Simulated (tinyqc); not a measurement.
What moves the results: band edges of strained Si(1-x)Ge(x) on relaxed Si(1-y)Ge(y). A value that a table varies takes the place of the one given here.

Values are linear in the Ge fraction but for ED(x) = linear - CD x (1 - x) and a(x) = linear - Ca x (1 - x). Energies are on the common scale of Ev.

Coherent growth on a (110) face: e_par = (a(y) - a(x))/a(x), e_perp = -(C11 + 3 C12 - 2 C44)/(C11 + C12 + 2 C44) e_par; exx = eyy = (e_par + e_perp)/2, ezz = e_par, exy = (e_perp - e_par)/2, eyz = ezx = 0.

A valley with unit axis u lies at Ev + gap + (av + a_valley) tr(e) + Xu (u.e.u - tr(e)/3); the Delta axes are x, y, z and the L axes [111], [1-1-1], [-11-1], [-1-11]. The second-order shift of the Delta valleys under shear is left out; it lowers the pair normal to the sheared plane by tens of meV at a shear of 1 %.

Valence edges: Ev plus the levels of the 6 x 6 matrix of X, Y, Z times spin with -Dso/3 + l exx + m (eyy + ezz) on the diagonal (cyclic), n exy off it, l = av + 2 b, m = av - b, n = sqrt(3) d. Spin-orbit term (Dso/3) L.sigma on X, Y, Z with (L_k)_ij = -i epsilon_kij: <X+|H|Y+> = -i Dso/3, <X+|H|Z-> = Dso/3, <Y+|H|Z-> = -i Dso/3, <Z+|H|X-> = -Dso/3, <Z+|H|Y-> = i Dso/3, <X-|H|Y-> = i Dso/3, and their conjugates; + and - are the spin along z.

Coherent growth: e_par = (a(y) - a(x))/a(x). (001): e_perp = -2 (C12/C11) e_par; exx = eyy = e_par, ezz = e_perp, no shear. (111): e_perp = -(2 C11 + 4 C12 - 4 C44)/(C11 + 2 C12 + 4 C44) e_par; exx = eyy = ezz = (2 e_par + e_perp)/3 and exy = eyz = ezx = (e_perp - e_par)/3. (110): e_perp = -(C11 + 3 C12 - 2 C44)/(C11 + C12 + 2 C44) e_par; exx = eyy = (e_par + e_perp)/2, ezz = e_par, exy = (e_perp - e_par)/2, eyz = ezx = 0.

Values chosen for the exercise (end members near Si and Ge, in this order; shifted at random, so the results belong to these values and not to a real crystal):

| symbol | value | unit | meaning |
|---|---|---|---|
| a | (5.429, 5.657) | angstrom | lattice constant |
| Dso | (0.044, 0.287) | eV | spin-orbit splitting |
| av | (2.48, 1.24) | eV | valence hydrostatic potential |
| b | (-2.12, -2.55) | eV | tetragonal shear potential |
| d | (-4.8, -5.32) | eV | trigonal shear potential |
| C11 | (164.6, 127) | GPa |  |
| C12 | (64.8, 48) | GPa |  |
| C44 | (79.8, 67.2) | GPa |  |
| Ev | (0, 0.72) | eV | top of the unstrained valence band |
| ED | (1.139, 0.944) | eV | gap to the Delta valleys |
| EL | (1.977, 0.737) | eV | gap to the L valleys |
| aD | (1.6, 1.44) | eV | hydrostatic potential of the Delta gap |
| aL | (-2.97, -2.8) | eV | hydrostatic potential of the L gap |
| XuD | (9.09, 9.11) | eV | uniaxial potential, Delta |
| XuL | (16.54, 15.14) | eV | uniaxial potential, L |
| CD | 0.227 | eV | bowing of the Delta gap |
| Ca | 0.027 | angstrom | bowing of the lattice constant |
| face | 110 |  | growth face |
| y | 0.74 |  | Ge fraction of the relaxed buffer |
| x | 0.54 |  | Ge fraction of the layer |

## Composition of the layer

The buffer is kept. dEc = Ec(buffer) - Ec(layer), dEv = Ev(layer) - Ev(buffer); buffer edges Ev(y) and Ev(y) + min(ED, EL). The digit behind Delta or L counts whole valleys.

Results:

| x | e_par (%) | lowest valleys | gap (eV) | next valleys above (meV) | valence splitting (meV) | dEc (eV) | dEv (eV) |
|---|---|---|---|---|---|---|---|
| 0.19 | 2.27 | Delta4 | 0.911 | 155 | 246 | 0.202 | -0.161 |
| 0.31 | 1.80 | Delta4 | 0.914 | 122 | 189 | 0.173 | -0.136 |
| 0.42 | 1.35 | Delta4 | 0.921 | 91 | 136 | 0.139 | -0.109 |
| 0.54 | 0.85 | Delta4 | 0.932 | 57 | 81 | 0.094 | -0.074 |
| 0.65 | 0.39 | Delta4 | 0.942 | 26 | 34 | 0.045 | -0.037 |
| 0.77 | -0.13 | Delta2 | 0.935 | 9 | 11 | -0.007 | 0.024 |
| 0.88 | -0.61 | L2 | 0.841 | 36 | 46 | -0.004 | 0.114 |
| 1.00 | -1.14 | L2 | 0.655 | 165 | 79 | 0.082 | 0.214 |

How do the results move?

The gap is 0.911 eV in the first row and 0.655 eV in the last, with its largest listed value, 0.942 eV, at x = 0.65. The lowest valleys change: Delta4 to Delta2 between x = 0.65 and 0.77, Delta2 to L2 between x = 0.77 and 0.88. Per 0.1 of x the valence offset moves by +46 meV on average; the conduction offset lies between -7 and +202 meV, not monotonically. Both carriers sit on one side for x = 1.00, and on opposite sides elsewhere. Offsets below about 30 meV are within the spread of parameter sets, so those rows do not settle the type. Strains above 2 % can be kept only in layers of a few nanometres.

## Composition of the buffer

The layer is kept. dEc = Ec(buffer) - Ec(layer), dEv = Ev(layer) - Ev(buffer); buffer edges Ev(y) and Ev(y) + min(ED, EL). The digit behind Delta or L counts whole valleys.

Results:

| y | e_par (%) | lowest valleys | gap (eV) | next valleys above (meV) | valence splitting (meV) | dEc (eV) | dEv (eV) |
|---|---|---|---|---|---|---|---|
| 0.00 | -2.10 | Delta2 | 0.746 | 141 | 91 | -0.027 | 0.419 |
| 0.14 | -1.58 | Delta2 | 0.804 | 106 | 80 | -0.030 | 0.311 |
| 0.29 | -1.01 | Delta2 | 0.867 | 68 | 62 | -0.025 | 0.194 |
| 0.43 | -0.45 | Delta2 | 0.928 | 30 | 33 | -0.014 | 0.086 |
| 0.57 | 0.12 | Delta4 | 0.972 | 8 | 11 | 0.013 | -0.013 |
| 0.71 | 0.72 | Delta4 | 0.940 | 48 | 68 | 0.079 | -0.065 |
| 0.86 | 1.38 | Delta4 | 0.896 | 93 | 138 | 0.125 | -0.110 |
| 1.00 | 2.01 | Delta4 | 0.850 | 84 | 210 | 0.034 | -0.147 |

What does this show, and why?

The gap is 0.746 eV in the first row and 0.850 eV in the last, with its largest listed value, 0.972 eV, at y = 0.57: it peaks near the match y = x, since strain of either sign narrows it. The lowest valleys change: Delta2 to Delta4 between y = 0.43 and 0.57. Per 0.1 of y the valence offset moves by -57 meV on average; the conduction offset lies between -30 and +125 meV, not monotonically. Electrons and holes sit on opposite sides in every row (type II). Offsets below about 30 meV are within the spread of parameter sets, so those rows do not settle the type. Strains above 2 % can be kept only in layers of a few nanometres.

## The same layer on three faces

dEc = Ec(buffer) - Ec(layer), dEv = Ev(layer) - Ev(buffer); buffer edges Ev(y) and Ev(y) + min(ED, EL). The digit behind Delta or L counts whole valleys.

Results:

| face | e_par (%) | lowest valleys | gap (eV) | next valleys above (meV) | valence splitting (meV) | dEc (eV) | dEv (eV) | Delta spread (meV) | L spread (meV) |
|---|---|---|---|---|---|---|---|---|---|
| (001) | 0.85 | Delta2 | 0.855 | 137 | 82 | 0.174 | -0.078 | 137 | 0 |
| (111) | 0.85 | Delta6 | 0.952 | 145 | 81 | 0.073 | -0.073 | 0 | 167 |
| (110) | 0.85 | Delta4 | 0.932 | 57 | 81 | 0.094 | -0.074 | 57 | 132 |

How do the results move?

On (001) only the Delta valleys split (137 meV), on (111) only the L valleys (167 meV), on (110) both (57 and 132 meV). The lowest valleys are Delta2 on (001), Delta6 on (111) and Delta4 on (110); the smallest gap is 0.855 eV on (001) and the largest 0.952 eV on (111).

## What each parameter does

dEc = Ec(buffer) - Ec(layer), dEv = Ev(layer) - Ev(buffer); buffer edges Ev(y) and Ev(y) + min(ED, EL). Each row changes one parameter from the base and keeps the others.

Results:

| case | gap (eV) | valence splitting (meV) | dEc (eV) | dEv (eV) |
|---|---|---|---|---|
| base | 0.9317 | 81.1 | 0.0938 | -0.0744 |
| x = 0.57 | 0.9346 | 67.9 | 0.0812 | -0.0648 |
| y = 0.77 | 0.9232 | 94.9 | 0.1093 | -0.0839 |
| CD = 0.277 eV | 0.9193 | 81.1 | 0.0966 | -0.0744 |
| aD = (1.84, 1.656) eV | 0.9346 | 81.1 | 0.0909 | -0.0744 |
| b = (-2.438, -2.932) eV | 0.9300 | 83.9 | 0.0938 | -0.0728 |
| XuL = (19.021, 17.411) eV | 0.9317 | 81.1 | 0.0938 | -0.0744 |
| d = (-5.52, -6.118) eV | 0.9251 | 91.5 | 0.0938 | -0.0678 |
| C12 = (74.52, 55.2) GPa | 0.9279 | 84.6 | 0.0962 | -0.0732 |

What can be read from the table?

The largest shifts from the base row, up to three for each result and ties (the steps differ in size, so this ranks the rows, not the parameters). gap (eV): CD -0.0124, y -0.0084, d -0.0066; unchanged at the printed digits by XuL. valence splitting (meV): y +13.8, x -13.2, d +10.5; unchanged at the printed digits by CD, aD and XuL. dEc (eV): y +0.0155, x -0.0126, aD -0.0029; unchanged at the printed digits by b, XuL and d. dEv (eV): x +0.0096, y -0.0095, d +0.0066; unchanged at the printed digits by CD, aD and XuL. The lowest valleys of the layer are Delta4, so among the conduction-band potentials only those of that family reach the gap and dEc; the buffer is unstrained. A shift large enough to swap the lowest family would change that.

Computed by tinyqc, a small Python program: `OMP_NUM_THREADS=1 python tinyqc.py 1081330 1081331 out.jsonl` (the numbers bound the seed that draws the inputs); one thread of a shared host (Intel(R) Xeon(R) Processor @ 2.30GHz), about 0.02 s for the whole set of steps.
